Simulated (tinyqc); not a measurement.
Square lattice in a magnetic field (Harper-Hofstadter model): sweeps and comparisons. A value that a table varies takes the place of the one given here.

Landau gauge, lattice period 1: the magnetic cell has q sites j = 0 to q - 1 along x. H_jj = -2 ty cos(ky + 2 pi p j/q), H_(j,j+1) = -tx, and the bond from q - 1 back to 0 is H_(q-1,0) = -tx exp(i q kx). The levels depend on k only through cos(q kx) and cos(q ky), so the band edges lie at (0, 0) and (pi/q, pi/q).

Parameters, chosen for this exercise: tx = 0.7 meV (hopping along x); ty = 1.5 meV (hopping along y); Q = 11 (denominator); p = 1 (flux per plaquette p/q, in units of h/e); q = 4.

## Towards Landau levels

Flux 1/Q. Near the bottom of the band the mass gives hbar wc = 4 pi sqrt(tx ty)/Q and E_0 = -2 (tx + ty) + hbar wc/2. For each Q, p = 1 and q = Q.

Lowest band (meV):

| Q | centre | width | E_0 | spacing to band 2 | hbar wc |
|---|---|---|---|---|---|
| 3 | -2.7212 | 1.04 | -2.2539 | 2.7212 | 4.2922 |
| 4 | -3.1087 | 0.404 | -2.7904 | 2.3166 | 3.2192 |
| 5 | -3.3275 | 0.166 | -3.1123 | 1.8489 | 2.5753 |
| 6 | -3.4780 | 0.0692 | -3.3269 | 1.5800 | 2.1461 |
| 8 | -3.6799 | 0.0121 | -3.5952 | 1.2686 | 1.6096 |
| 12 | -3.9010 | 0.000380 | -3.8635 | 0.9227 | 1.0731 |
| 20 | -4.0916 | 4.01e-07 | -4.0781 | 0.5900 | 0.6438 |

What can be read from the table?

The width falls from 1.04 to 4e-07 meV, by a factor 2.36 for each unit of Q at the end, so the band turns into a flat level. Its centre lies -0.467 meV from E_0 at Q = 3 and -0.014 meV at Q = 20; the spacing reaches 92 % of hbar wc, the shortfall coming from the non-parabolic band.

## Slices of the butterfly

Flux P/Q for each P (p = P, q = Q): the lowest edge, the first gap, the widest gap with its r (the lower one of a mirror pair) and t_r from r = Q s + P t, |t| <= Q/2, and the total width of the bands.

Spectra (meV):

| flux | lowest edge | first gap | t of first gap | widest gap | its r | its t | total width |
|---|---|---|---|---|---|---|---|
| 1/11 | -3.8598 | 0.9821 | 1 | 0.9821 | 1 | 1 | 3.2125 |
| 2/11 | -3.4615 | 0.0001 | -5 | 1.3243 | 2 | 1 | 3.2141 |
| 3/11 | -3.2712 | 0.0096 | 4 | 1.3636 | 3 | 1 | 3.2130 |
| 4/11 | -3.1966 | 0.0357 | 3 | 1.3570 | 4 | 1 | 3.2139 |
| 5/11 | -3.1885 | 0.1552 | -2 | 1.2352 | 5 | 1 | 3.2131 |

What can be read from the table?

The widest gap carries t = 1 in every row, and its r equals P: it is the gap above the lowest Landau level, which holds P of the Q bands. The first gap is widest at 1/11 (t = 1) and narrowest at 2/11 (t = -5). The total width lies between 3.213 and 3.214 meV; its limit for large Q is 4 |tx - ty| = 3.2 meV.

## What each parameter does

Bottom and width of band 1, the first gap and the total width of all bands. Each row changes one parameter from the base and keeps the others.

Results:

| case | bottom (meV) | width (meV) | first gap (meV) | total width (meV) |
|---|---|---|---|---|
| base | -3.3106 | 0.4037 | 1.3225 | 3.9761 |
| tx = 0.84 meV | -3.4384 | 0.3602 | 1.5460 | 3.7847 |
| ty = 1.125 meV | -2.6500 | 0.2545 | 1.2625 | 2.7751 |
| p = 3 | -3.3106 | 0.4037 | 1.3225 | 3.9761 |
| q = 5 | -3.4104 | 0.1659 | 1.3319 | 3.4725 |

How do the results move?

The largest shifts from the base row, up to three for each result and ties (the steps differ in size, so this ranks the rows, not the parameters). bottom (meV): ty +0.6606, tx -0.1278, q -0.0998; unchanged at the printed digits by p. width (meV): q -0.2378, ty -0.1493, tx -0.0435; unchanged at the printed digits by p. first gap (meV): tx +0.2235, ty -0.0600, q +0.0094; unchanged at the printed digits by p. total width (meV): ty -1.2011, q -0.5036, tx -0.1915; unchanged at the printed digits by p. Flux p/q and 1 - p/q have the same spectrum: reversing the field leaves it alone, and one whole quantum is a gauge change.

Computed by tinyqc, a small Python program: `OMP_NUM_THREADS=1 python tinyqc.py 1250355 1250356 out.jsonl` (the numbers bound the seed that draws the inputs); one thread of a shared host (Intel(R) Xeon(R) Processor @ 2.30GHz), about 0.02 s for the whole set of steps.
